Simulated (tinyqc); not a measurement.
Nanosheet or nanowire with hard walls, valleys of the Si type: one step. One-dimensional subbands.

Hard walls around a W x H rectangle. The block w_c of w in (y, z) confines; the transport mass follows from 1/m_x = w_xx - w_xc w_c^-1 w_cx. The cross-section problem c (w_yy ky^2 + 2 w_yz ky kz + w_zz kz^2), c = hbar^2/2m0, is solved in products sin(n pi y/W) sin(l pi z/H), n, l = 1 to 12; if w_yz = 0 the levels are c pi^2 (w_yy n^2/W^2 + w_zz l^2/H^2). The w_yz term couples (n, l) to (n', l') by -2 c w_yz D_nn'(W) D_ll'(H) with D_nm(L) = 4 n m/(L (n^2 - m^2)) for n + m odd and 0 otherwise.

Constants: hbar^2/2m0 = 3.80998211 eV angstrom^2.

Inputs chosen for the exercise (out of a larger set: near those of Si; not measured data): W = 250 angstrom (width, along y); H = 64 angstrom (height, along z = [001]).

Valleys:
```
group  valleys g      w_yy      w_zz    |w_yz|  m_x (m0)
A              2  5.208333  1.072961  0.000000  0.192000
B              4  3.140647  5.208333  0.000000  0.562000
```

Problem. The ten lowest levels of all groups together, numbered within each group.

Give: Subbands.

Solution.

Subbands:
```
label  valleys g  m_x (m0)  E (eV)
A1             2    0.1920  0.0130
A2             2    0.1920  0.0224
A3             2    0.1920  0.0381
A4             2    0.1920  0.0425
B1             4    0.5620  0.0497
A5             2    0.1920  0.0519
B2             4    0.5620  0.0554
A6             2    0.1920  0.0600
B3             4    0.5620  0.0648
A7             2    0.1920  0.0676
```

The lowest subband is A1; the number of further ones in the list within kB T = 30.2 meV of it at 350 K is 3.

Program tinyqc; command `OMP_NUM_THREADS=1 python tinyqc.py 1251194 1251195 out.jsonl`; about 0.03 s on one thread of a shared Intel(R) Xeon(R) Processor @ 2.30GHz.
